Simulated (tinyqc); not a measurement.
Silicon n-p-n transistor, Gummel numbers and transit times: one step of the calculation.

One-dimensional n-p-n transistor in the forward active mode at low injection. In the base p(x) = NB exp(-eta x/wb) and ni(x)^2 = ni^2 exp((g0 + g1 x/wb)/Vt); electrons leave the base at vsat; band spikes at the emitter junction and recombination inside the emitter are ignored.

Task. Base Gummel number and transit time. f(x) = p(x) ni^2/ni(x)^2; I(x) = integral from x to wb of f/Dn, plus f(wb)/vsat; base Gummel number GB = I(0); electron density per unit flux n/(J/q) = I/f; base transit time tauB = integral of I/f over the base. Trapezoid rule on 11 equal steps.

Values chosen for this exercise; band and dielectric values close to those of silicon: temperature T = 300 K; saturation velocity vsat = 1.01e7 cm/s; neutral base width wb = 96 nm; base doping at the emitter edge NB = 1.6e18 cm^-3; doping falls as exp(-eta x/wb) eta = 0; gap reduction at the emitter edge of the base g0 = 0 eV; further gap reduction across the base (linear) g1 = 0 eV; electron diffusion coefficient in the base Dn = 9.3 cm^2/s.

Constants: q = 1.602176634e-19 C, kB = 1.380649e-23 J/K, Vt = kB T/q. Results are converted to the units shown.

Wanted: x; f; I; I/f; GB; tauB.

Result.

```
point	x (nm)	f (cm^-3)	I (s/cm^4)	I/f (s/cm)
0	0.000	1.6000e18	1.8100e12	1.1313e-6
1	8.727	1.6000e18	1.6599e12	1.0374e-6
2	17.455	1.6000e18	1.5097e12	9.4358e-7
3	26.182	1.6000e18	1.3596e12	8.4974e-7
4	34.909	1.6000e18	1.2094e12	7.5590e-7
5	43.636	1.6000e18	1.0593e12	6.6206e-7
6	52.364	1.6000e18	9.0915e11	5.6822e-7
7	61.091	1.6000e18	7.5900e11	4.7438e-7
8	69.818	1.6000e18	6.0886e11	3.8053e-7
9	78.545	1.6000e18	4.5871e11	2.8669e-7
10	87.273	1.6000e18	3.0856e11	1.9285e-7
11	96.000	1.6000e18	1.5842e11	9.9010e-8
```

GB = 1.8100e12 s/cm^4
tauB = 5.9053 ps

Range of the model: Heavy doping makes emitter or base degenerate; gE and g0 are to be read as apparent gap changes that include this.

Computed by the program tinyqc: `OMP_NUM_THREADS=1 python tinyqc.py 2320034 2320035 out.jsonl`, one thread of a shared Intel Xeon 2.30GHz, about 0.01 s for the whole run.
